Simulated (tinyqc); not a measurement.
ESD clamp with bipolar snapback, compact model and design window: two steps of the calculation.

The drain junction multiplies the current that enters it: Igen = (M - 1)(Ic + I0), M = 1/(1 - (Vj/BV)^n). The generated holes leave through the substrate resistance and the base of the parasitic npn: Igen = Vb/Rb + Ic/be, Ic = Is exp(Vb/Vt). Terminal current I = Ic + I0 + Igen and voltage V = Vj + I Ro, per width. Isothermal, constant gain.

Values chosen for this exercise; values close to those of grounded-gate n-channel clamps: temperature T = 300 K; junction breakdown voltage BV = 9.8 V; exponent of the multiplication n = 4.8; current gain of the parasitic npn be = 9.7; saturation current Is = 1.2e-18 A/um; junction leakage I0 = 1.6e-11 A/um; substrate resistance Rb = 27000 ohm um; drain ballast and contact resistance Ro = 140 ohm um; failure current for 100 ns It2 = 8.8 mA/um; finger width Wf = 40 um; number of fingers Nf = 8; human-body-model level Lv = 2 kV; oxide breakdown voltage for 100 ns Vox = 10.3 V; supply voltage Vdd = 3.3 V.

Constants: q = 1.602176634e-19 C, kB = 1.380649e-23 J/K, Vt = kB T/q. Results are converted to the units shown.

Task 1. The snapback curve. For given Vb: Ic, Igen, M = 1 + Igen/(Ic + I0), Vj = BV (1 - 1/M)^(1/n), I and V.

Vb, point 0 to 8 (V): 0.05  0.3  0.479  0.539  0.589  0.738  0.876  0.896  0.926

Give: Ic; M; Vj; I; V.

Result 1.

```
point  Ic (uA/um)         M  Vj (V)  I (uA/um)   V (V)
0      8.3013e-12  1.1574e5  9.8000     1.8519  9.8002
1       1.3151e-7  6.8878e5  9.8000     11.111  9.8016
2       1.3367e-4  1.1854e5  9.8000     17.741  9.8025
3       0.0013614     14494  9.7999     19.964  9.8027
4       0.0094177    2313.5  9.7991     21.825  9.8022
5          2.9994    10.216  9.5919     30.642  9.5962
6          624.21    1.1551  6.4497     721.01  6.5507
7          1353.1    1.1276  6.2243     1525.7  6.4379
8          4318.1    1.1110  6.0651     4797.6  6.7368
```

V peaks at Vt1 = 9.803 V and falls to Vh = 6.438 V: once the npn supplies current, a small M feeds the base. At high current M tends to 1 + 1/be and Vj to BV (1 + be)^(-1/n) = 5.981 V.

Task 2. Design window and human-body level. Human-body model: 100 pF through 1500 ohm, peak current about (level - Vt2)/1500 ohm, decay time 150 ns. All fingers turn on before the first fails if Vt2 > Vt1; then the clamp carries Nf Wf It2, otherwise in the worst case Wf It2. Margins: Vh - 1.1 Vdd against latching in operation, Vox - max(Vt1, Vt2) for the protected oxide.

Vt1 = 9.8026542 V
Vh = 6.4378719 V
Vt2 = 7.2601572 V

Give: peak current; current the clamp carries; level it withstands; holding margin; oxide margin.

Result 2.

peak current = 1.3285 A
current the clamp carries = 0.35200 A
level it withstands = 0.53526 kV
holding margin = 2.8079 V
oxide margin = 0.49735 V

Uniform turn-on is not assured; the clamp fails the level. Both margins are positive.

tinyqc, about 0.01 s, one thread, Intel Xeon 2.30GHz (shared host): `OMP_NUM_THREADS=1 python tinyqc.py 2670049 2670050 out.jsonl`
